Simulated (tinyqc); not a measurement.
# True capacitance, leakage and series resistance from two frequencies

Inverse problem. A capacitance C in parallel with G and in series with Rs is measured as Cp and D = Gp/(w Cp) at two frequencies. The series reading Cs = Cp (1 + D^2) equals C + G^2/(w^2 C), and Re Z = D/(w Cp (1 + D^2)) = Rs + G/(G^2 + w^2 C^2). Find C, G and Rs.

f (Hz): 50000  5e5
Cp (pF): 144.724765  144.722815
D: 4.75742048  0.479400826

Answer. w^2 Cs = w^2 C + G^2/C is a straight line in w^2 with slope C; the intercept gives G, and the real part then gives Rs.

C = 145 pF
G = 217 uS
Rs = 8.10 ohm

Program tinyqc, `OMP_NUM_THREADS=1 python tinyqc.py 2022008 2022009 out.jsonl`; Intel Xeon 2.30GHz, shared host, one thread, about 0.01 s.
